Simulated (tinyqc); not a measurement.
# Undoped symmetric double-gate MOSFET, analytic potential model: effects of single changes

An undoped body of thickness ts between two equal insulators and tied gates; long channel, electrons only, n = ni exp((psi - V)/Vt) with V the quasi-Fermi potential (0 at the source, Vd at the drain), constant mobility, no quantisation. Across the body psi(x) = V - 2 Vt ln[(ts/(2 beta)) sqrt(q ni/(2 eps0 eps_r Vt)) cos(2 beta x/ts)], x from the centre. Q is the electron charge per area of the whole body.

Parameters, values chosen for the exercise; material values close to those of silicon: temperature T = 250 K; band gap Eg = 1.12 eV; relative permittivity of the semiconductor eps_r = 11.6; conduction-band density of states at T Nc = 2.14e19 cm^-3; valence-band density of states at T Nv = 2.02e19 cm^-3; relative permittivity of the gate insulator eox = 4.03; insulator thickness tox = 1.1 nm; body thickness ts = 20 nm; gate work function less that of the intrinsic body dphi = -0.09 V; channel mobility mu = 280 cm^2/(V s); gate length L = 1 um; drain voltage Vd = 0.05 V.

Constants: q = 1.602176634e-19 C, kB = 1.380649e-23 J/K, Vt = kB T/q, eps0 = 8.8541878128e-14 F/cm where lengths are in cm. Results are converted to the units shown.

Each table varies one quantity; the others keep the values above.

## Transfer curve and volume inversion

ni = sqrt(Nc Nv) exp(-Eg/(2 Vt)), Eg in volts; r = eps_r tox/(eox ts); V0 = dphi + 2 Vt ln[(2/ts) sqrt(2 eps0 eps_r Vt/(q ni))]. beta (between 0 and pi/2) solves (Vg - V0 - V)/(2 Vt) = ln(beta) - ln(cos beta) + 2 r beta tan(beta). Q = 8 eps0 eps_r Vt beta tan(beta)/ts; I = mu (1/L)(4 eps0 eps_r/ts)(2 Vt)^2 [g(beta_s) - g(beta_d)] per width, g = beta tan(beta) - beta^2/2 + r beta^2 tan^2(beta), with beta_s at V = 0 and beta_d at V = Vd. The drop is psi(surface) - psi(centre) at the source end; C = dQs/dVg, Cg = 2 eps0 eox/tox; gm = dI/dVg.

Results:

| Vg (V) | Qs (nC/cm^2) | drop (mV) | C/Cg | I (uA/um) | gm/I (1/V) |
|---|---|---|---|---|---|
| 0.08 | 9.1531e-5 | 2.2279e-5 | 6.5489e-7 | 4.9792e-7 | 46.418 |
| 0.23 | 0.096565 | 0.023500 | 6.8993e-4 | 5.2564e-4 | 46.382 |
| 0.53 | 501.02 | 63.301 | 0.65248 | 5.6066 | 9.7551 |
| 0.68 | 1229.3 | 97.133 | 0.81629 | 15.383 | 4.7156 |
| 0.83 | 2059.2 | 118.04 | 0.88090 | 26.841 | 2.9545 |
| 0.98 | 2933.8 | 132.71 | 0.91317 | 39.005 | 2.1165 |
| 1.13 | 3832.3 | 143.91 | 0.93210 | 51.540 | 1.6380 |
| 1.28 | 4745.8 | 152.92 | 0.94442 | 64.299 | 1.3316 |

Estimate the missing row, Vg = 0.38 V.

Computed row:

| Vg (V) | Qs (nC/cm^2) | drop (mV) | C/Cg | I (uA/um) | gm/I (1/V) |
|---|---|---|---|---|---|
| 0.38 | 50.570 | 11.225 | 0.21698 | 0.35377 | 33.042 |

With this row back in the table: The current rises from 4.98e-7 to 64.3 uA/um. In the first row gm/I is 46.4 1/V, within 0.01 % of 1/Vt: with no depletion charge the whole body follows the gate, and the swing is ideal. The drop between surface and centre goes from 2.2e-5 to 153 mV and passes Vt at Vg = 0.53 V among the rows; below that the density varies across the body by less than a factor of e (volume inversion). C reaches 0.94 of Cg in the last row. For Vg = 0.53 to 1.28 V the surface density at the source passes 0.3 Nc, where Boltzmann statistics fail.

## Output curve

Same model as above.

In this table Vg = 0.68 V.

Results:

| Vd (V) | Qd (nC/cm^2) | Qd/Qs | I (uA/um) |
|---|---|---|---|
| 0.06 | 920.0 | 0.7484 | 18.03 |
| 0.16 | 459.3 | 0.3736 | 37.14 |
| 0.22 | 238.3 | 0.1938 | 42.92 |
| 0.27 | 103.9 | 0.08454 | 45.25 |
| 0.32 | 27.35 | 0.02225 | 46.10 |
| 0.38 | 2.406 | 0.001957 | 46.28 |
| 0.43 | 0.2438 | 1.983e-4 | 46.29 |
| 0.48 | 0.02402 | 1.954e-5 | 46.30 |

Estimate the missing row, Vd = 0.11 V.

Computed row:

| Vd (V) | Qd (nC/cm^2) | Qd/Qs | I (uA/um) |
|---|---|---|---|
| 0.11 | 678.7 | 0.5521 | 29.20 |

With this row back in the table: The current rises from 18.0 to 46.3 uA/um, while the charge at the drain end falls from 0.75 to 2.0e-5 of that at the source. The current first comes within 1 % of its last value at Vd = 0.32 V among the rows. Over the last rows Qd falls by a factor of e for each Vt of drain voltage: the drain end is in weak inversion. In every row the surface density at the source passes 0.3 Nc, where Boltzmann statistics fail.

Computed by the program tinyqc: `OMP_NUM_THREADS=1 python tinyqc.py 2440076 2440077 out.jsonl`, one thread of a shared Intel Xeon 2.30GHz, about 0.01 s for the whole run.
